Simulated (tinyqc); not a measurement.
Shallow acceptor in the spherical model (Baldereschi-Lipari), strong spin-orbit limit: one step, computed by the program tinyqc.

The 1S(3/2) state has an s envelope f(r) and a d envelope g(r). In effective units they obey -(f'' + 2f'/r + 2f/r) + mu (g'' + 5g'/r + 3g/r^2) = E f and -(g'' + 2g'/r - 6g/r^2 + 2g/r) + mu (f'' - f'/r) = E g. The cubic term, the split-off band and the central cell are left out.

Task: Effective units and couplings. Ry* = Ry/(gamma_1 eps^2), a* = a_0 eps gamma_1, mu = (6 gamma_3 + 4 gamma_2)/(5 gamma_1), delta = (gamma_3 - gamma_2)/gamma_1; spherical masses 1/(gamma_1 (1 - mu)) (heavy) and 1/(gamma_1 (1 + mu)) (light).

Inputs (values chosen for the exercise, modelled on germanium):
```
quantity,value,unit
Luttinger gamma_1,13.3,-
Luttinger gamma_2,4.39,-
Luttinger gamma_3,5.63,-
dielectric constant eps,15,-
```

Constants: Ry = 13.605693123 eV; a_0 = 0.529177210903 angstrom.

Give: Ry*; a*; mu; delta; heavy-hole mass; light-hole mass.

Result:

Ry* = 4.5466 meV

a* = 105.57 angstrom

mu = 0.77203

delta = 0.093233

heavy-hole mass = 0.32982 m_0

light-hole mass = 0.042430 m_0
